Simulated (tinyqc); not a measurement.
Landau levels of a parabolic two-dimensional band, step by step. Values are carried at full precision from step to step, so a last printed digit may differ when a step is redone from the rounded ones.

In a field B along z: l = 1/sqrt((e/hbar) B) is the magnetic length, n_B = B/(h/e) the number of states per area in one level, hbar wc = 2 muB B/m for mass m in m0; 1/angstrom^2 = 1e16/cm^2.

Constants: e/hbar = 1.519267448e-05 1/(T angstrom^2); h/e = 413566.7697 T angstrom^2; hbar^2/2m0 = 3.80998211 eV angstrom^2; muB = 5.788381798e-05 eV/T; e^2/h = 3.874045865e-05 S.

Values chosen for the exercise (near those of a two-dimensional electron gas in GaN; shifted at random, so the results belong to these values and not to a real crystal):
- B = 6.1 T (magnetic field)
- n = 11 x 1e11/cm^2 (electron sheet density)
- m = 0.1993 m0 (mass)
- gs = 1.87 (g factor)
- gv = 1 (valleys)

## Scales set by the field

Give l, n_B and the filling factor nu = n/n_B.

l = 103.88 angstrom
n_B = 1.4750 x 1e11/cm^2
nu = 7.458

## The lowest levels

E(N, s) = (N + 1/2) hbar wc + s gs muB B with s = +/-1/2.

List the eight lowest, in meV, with the gap to the next.

Levels:
```
label  E (meV)  gap above (meV)
0-       1.442            0.660
0+       2.102            2.883
1-       4.985            0.660
1+       5.645            2.883
2-       8.528            0.660
2+       9.188            2.883
3-      12.071            0.660
3+      12.732            2.883
```

The largest of these gaps, 2.88 meV, first occurs above level 0+ and is kB T at 33 K.

## Where EF lies

Each listed level takes n_B electrons. At zero temperature and without broadening EF sits in the partly filled level.

Fill the listed levels in order up to nu; give the partly filled level, its energy and its filled share.

level: 3+

EF = 12.732 meV
filled share = 0.458

## Fields of the Hall plateaus

A plateau is centred where nu = n/n_B equals 1, 2, 3, 4, 5, 6; there rho_xy = h/(nu e^2).

Plateaus:
```
nu   B (T)  1/B (1/T)  rho_xy (kohm)
1   45.492     0.0220        25.8128
2   22.746     0.0440        12.9064
3   15.164     0.0659         8.6043
4   11.373     0.0879         6.4532
5    9.098     0.1099         5.1626
6    7.582     0.1319         4.3021
```

These counts hold wherever the levels are resolved.

## Checks

- Level spacing from finite differences in the Landau gauge against hbar wc, meV: both 3.54.

Computed by tinyqc, a small Python program: `OMP_NUM_THREADS=1 python tinyqc.py 1252224 1252225 out.jsonl` (the numbers bound the seed that draws the inputs); one thread of a shared host (Intel(R) Xeon(R) Processor @ 2.30GHz), about 0.01 s for the whole set of steps.
